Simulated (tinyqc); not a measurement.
# One-dimensional ballistic tunnel FET, two-band WKB: effects of single changes

A p-type source for x < 0 with its Fermi level at 0 and its valence edge at ds; in the channel the bands fall as D exp(-x/lam) towards their flat values, with the conduction edge at Ec = ds - dP and D = dP + Eg. The gate moves dP one to one. The drain Fermi level lies at -Vd and the drain side reflects nothing. For w = E - Ec between 0 and dP an electron crosses the gap. Two-band dispersion with equal masses m: inside the gap kappa = sqrt(m u (1 - u/Eg)/C), u the distance from a band edge, C = hbar^2/(2 m0).

Values chosen for this exercise; band and dielectric values close to those of germanium:
- T = 77 K (temperature)
- Eg = 0.663 eV (band gap)
- m = 0.041 m0 (band-edge mass of the two-band model)
- lam = 3.4 nm (screening length of the source junction)
- ds = 0.13 eV (source valence edge above the source Fermi level)
- Vd = 0.2 V (drain bias)
- g = 1 (number of degenerate subbands (spin apart))
- dP = 0.37 eV (tunnelling window Ev(source) - Ec(channel))

Constants: q = 1.602176634e-19 C, kB = 1.380649e-23 J/K, hbar = 1.054571817e-34 J s, h = 6.62607015e-34 J s, m0 = 9.1093837015e-31 kg, Vt = kB T/q, hbar^2/(2 m0) = 0.0380998212 eV nm^2. Results are converted to the units shown.

Each table varies one quantity; the others keep the values above.

## Transfer curve and swing

S(w) = 2 lam int_0^Eg kappa(u) du/(w + Eg - u) = 2 pi lam sqrt(m/(C Eg)) [w + Eg/2 - sqrt(w (w + Eg))], T(w) = exp(-S). I = g (2 q^2/h) int_0^dP T(w) [f(E) - f(E + Vd)] dw, E = ds - dP + w, f(x) = 1/(1 + exp(x/Vt)). Swing = d(dP)/d(log10 I).

Result of one run:
```
dP (eV)	T(w = dP)	I (uA)	swing (mV/decade)
0.33	0.08858	0.2628	185.4
```

What becomes of these results when the tunnelling window Ev(source) - Ec(channel) dP is changed from 0.33 to 0.22 eV, all else the same?

Result of the changed run:
```
dP (eV)	T(w = dP)	I (uA)	swing (mV/decade)
0.22	0.04908	0.03713	87.94
```

The whole series:
```
dP (eV)	T(w = dP)	I (uA)	swing (mV/decade)
0.011	9.320e-4	3.002e-12	10.22
0.016	0.001332	8.354e-12	12.18
0.025	0.002169	3.999e-11	14.06
0.039	0.003771	3.608e-10	15.03
0.06	0.006829	8.710e-9	15.26
0.092	0.01287	1.083e-6	15.29
0.14	0.02455	8.008e-4	23.66
0.22	0.04908	0.03713	87.94
0.33	0.08858	0.2628	185.4
0.51	0.1569	1.096	456.8
```

I rises from 3.00e-12 to 1.10 uA and the swing rises from 10.2 to 457 mV/decade. The thermionic limit is Vt ln 10 = 15.3 mV/decade; the swing stays under it up to dP = 0.06 eV among the rows, where I is 8.71e-9 uA, 8.0e-7 % of the last row. Leakage below the onset is not in the model. In 1 of the 10 rows S at w = dP is below 2, where a WKB prefactor of 1 is a rough guess.

## Effect of the band gap with the mass tied to it

Same model as above.

The mass follows the gap, m = 0.041 Eg/0.663 eV.

Effect of the band gap with the mass tied to it:
```
Eg (eV)	T(w = dP)	I (uA)	swing (mV/decade)
0.2	0.7461	8.245	701.9
0.37	0.4215	3.138	382.1
0.54	0.1967	1.003	276.1
0.71	0.07987	0.2868	222.0
0.89	0.02737	0.06979	186.8
1.06	0.009116	0.01723	164.0
1.23	0.002830	0.004047	147.1
1.4	8.280e-4	9.109e-4	133.9
```

Read the table: what changes, and by how much?

T(w = dP) falls from 0.746 to 8.28e-4 and I falls from 8.25 to 9.11e-4 uA; the swing falls from 702 to 134 mV/decade. With m/Eg fixed, S depends on the gap only through w + Eg/2 - sqrt(w (w + Eg)). For Eg = 0.2, 0.37, 0.54 S at w = dP is below 2, where a WKB prefactor of 1 is a rough guess.

Range of the model: The two-band model describes a direct gap; phonon-assisted tunnelling across an indirect gap is left out.

Numbers from tinyqc (`OMP_NUM_THREADS=1 python tinyqc.py 2620017 2620018 out.jsonl`; about 0.01 s on one thread of a shared Intel Xeon 2.30GHz).
